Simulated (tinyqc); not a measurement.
Read current of a NAND string, cells in series solved by shooting: course of the secant iteration.

Cells in series, numbered from 0 at the source line (0 V) to the bit line, each followed by a gap resistance Rg. A cell with gate Vg, threshold VT, source Vs and drain Vd passes I = 2 nf K Vt^2 [F(Vs) - F(Vd)]/(1 + th max(Vg - VT, 0)), F(V) = ln^2(1 + exp((Vg - VT - nf V)/(2 nf Vt))). The selected cell has Vg = Vr, the others Vg = Vp.

For a trial current I start at 0 V and, cell by cell (the selected one is cell 4), solve for the drain: sqrt(F(Vd)) = sqrt(F(Vs) - I/k), k = 2 nf K Vt^2/(1 + th max(Vg - VT, 0)), Vd = [Vg - VT - 2 nf Vt ln(exp(sqrt F) - 1)]/nf, then add I Rg.

Secant steps on the end voltage less Vbl, from the two trials; a trial above the saturation current of a cell has no solution and is moved halfway to the previous trial. Stop below 1e-9 V.

Inputs (values chosen for the exercise); values of the order met in vertical NAND strings: temperature T = 358 K; gain factor of a cell K = 13 uA/V^2; slope factor nf = 1.8; mobility reduction factor th = 0.08 1/V; resistance of the gap between cells Rg = 13 kohm; bit-line voltage Vbl = 0.4 V; pass voltage Vp = 6.4 V; read voltage on the selected word line Vr = 3.31 V.

Constants: q = 1.602176634e-19 C, kB = 1.380649e-23 J/K, Vt = kB T/q. Results are converted to the units shown.

thresholds from the source end, cell 0 to 4 (V): -2.3  -2.3  3.1  -2.3  2.1
first trial current = 0.95 uA
second trial current = 1.4 uA

Course of the iteration:
```
iteration   I (uA)  end voltage - Vbl (V)  halvings
1          1.53894                9.97e-3         0
2          1.51229               -6.07e-4         0
3          1.51382               -8.97e-6         0
4          1.51384                8.03e-9         0
5          1.51384              -1.08e-13         0
```

Did this iteration meet its convergence test, and what does its course show?

Yes. Converged in 5 iterations to I = 1.5138 uA. The selected cell takes 46.2 % of the bit-line voltage and the gaps together 24.6 %.

Program tinyqc, `OMP_NUM_THREADS=1 python tinyqc.py 2142048 2142049 out.jsonl`; Intel Xeon 2.30GHz, shared host, one thread, about 0.5 s.
